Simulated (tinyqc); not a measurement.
Three-phonon processes in a diatomic chain: dispersion, energy and momentum conservation, and decay channels of optical phonons: one step, computed by the program tinyqc. Command: `OMP_NUM_THREADS=1 python tinyqc.py 3120651 3120652 out.jsonl threeph walk`. One thread of a shared host (Intel(R) Xeon(R) Processor @ 2.30GHz), about 0.05 s of CPU time with the checks.

Cell length a, two atoms, one spring constant. x = q a/pi runs from -1 to 1; A and O are the acoustic and optical branches. Matrix elements are not computed: only conservation laws and occupation factors are followed.

Problem. Dispersion. omega^2 = k (1/m + 1/M) -/+ k sqrt((1/m + 1/M)^2 - 4 sin^2(pi x/2)/(m M)); nu = 15.6333042 THz x sqrt(omega^2) for eV/(angstrom^2 u).

Inputs (values chosen for the exercise, for a model chain): light mass m = 10.8 u; heavy mass M = 13.5 u; spring constant k = 3.4 eV/angstrom^2.

Constants: nu for 1 eV/(angstrom^2 u) = 15.6333042 THz.

Give: the table «Branches» with the columns nu_A (THz), nu_O (THz), for x = 0.10, 0.20, 0.35, 0.50, 0.65, 0.80, 0.90, 1.00.

Solution.

Branches:
```
x,nu_A (THz),nu_O (THz)
0.10,1.298,16.592
0.20,2.587,16.441
0.35,4.487,16.027
0.50,6.321,15.396
0.65,8.059,14.561
0.80,9.657,13.554
0.90,10.584,12.844
1.00,11.095,12.405
```
